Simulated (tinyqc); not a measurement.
Deal-Grove kinetics of thermal oxidation of silicon. Inputs raised by 2 %, one at a time. Computed by tinyqc, a small Python program. Command: `OMP_NUM_THREADS=1 python tinyqc.py 3008797 3008798 out.jsonl oxide sens`. One thread of a shared host (Intel(R) Xeon(R) Processor @ 2.30GHz), about 0.2 s of CPU time with the checks.

Oxidant diffuses through the oxide and reacts at the interface, so that dx/dt = B/(A + 2x) for the oxide thickness x.

Inputs (values chosen for the exercise, close to those used for silicon):
```
quantity                       value    unit
prefactor B0                     839  um^2/h
activation energy E_B           1.24      eV
prefactor (B/A)0            3.64e+06    um/h
activation energy E_A           2.02      eV
temperature T                    825       C
oxidant pressure p               0.5     atm
pressure exponent m of B/A      0.73       -
initial oxide x_i                0.1      um
time t                          0.59       h
```

Ambient: dry oxygen. Surface: (100).

Constants: k_B = 8.617333262e-05 eV/K.

Method:
- B = B0 p exp(-E_B/(k_B T)), B/A = (B/A)0 p^m exp(-E_A/(k_B T)), p in atm; A = B/(B/A).
- Temperatures in kelvin are T(C) + 273.15.
- tau = (x_i^2 + A x_i)/B and x = (A/2) [sqrt(1 + 4 B (t + tau)/A^2) - 1], the root of x^2 + A x = B (t + tau).
- Silicon consumed is 0.44 times the oxide grown; the rate is B/(A + 2x).

Runs:
```
input moved                    from       to  oxide thickness x (um)  final growth rate (um/h)  length A (um)  tau (h)
base run                          -        -                 0.10054                9.2201e-04         0.7262    96.64
activation energy E_B (eV)     1.24   1.2648                 0.10051                8.6583e-04         0.5588   100.14
prefactor (B/A)0 (um/h)     3640000  3712800                 0.10055                9.3637e-04         0.7120    94.97
activation energy E_A (eV)     2.02   2.0604                 0.10038                6.5081e-04         1.1129   141.87
oxidant pressure p (atm)        0.5     0.51                 0.10055                9.3650e-04         0.7301    95.19
initial oxide x_i (um)          0.1    0.102                 0.10254                9.1805e-04         0.7262    98.81
time t (h)                     0.59   0.6018                 0.10056                9.2199e-04         0.7262    96.64
```

Exponents ln(y'/y) / ln(x'/x):
```
input                  oxide thickness x  final growth rate  length A     tau
activation energy E_B             -0.017             -3.174   -13.234   1.799
prefactor (B/A)0                   0.004              0.781    -1.000  -0.878
activation energy E_A             -0.081            -17.590    21.559  19.389
oxidant pressure p                 0.004              0.787     0.270  -0.763
initial oxide x_i                  0.993             -0.217     0.000   1.122
time t                             0.005             -0.001     0.000   0.000
```

Which inputs matter most for each result?

Among the inputs moved here: oxide thickness x answers most in size to initial oxide x_i (exponent +0.993), next to activation energy E_A (-0.081). Final growth rate answers most in size to activation energy E_A (exponent -17.590), next to activation energy E_B (-3.174). Length A answers most in size to activation energy E_A (exponent +21.559), next to activation energy E_B (-13.234); its exponent is below 0.0005 for initial oxide x_i, time t. Its exponent -1.000 in prefactor (B/A)0: A = B/(B/A). tau answers most in size to activation energy E_A (exponent +19.389), next to activation energy E_B (+1.799); its exponent is below 0.0005 for time t.
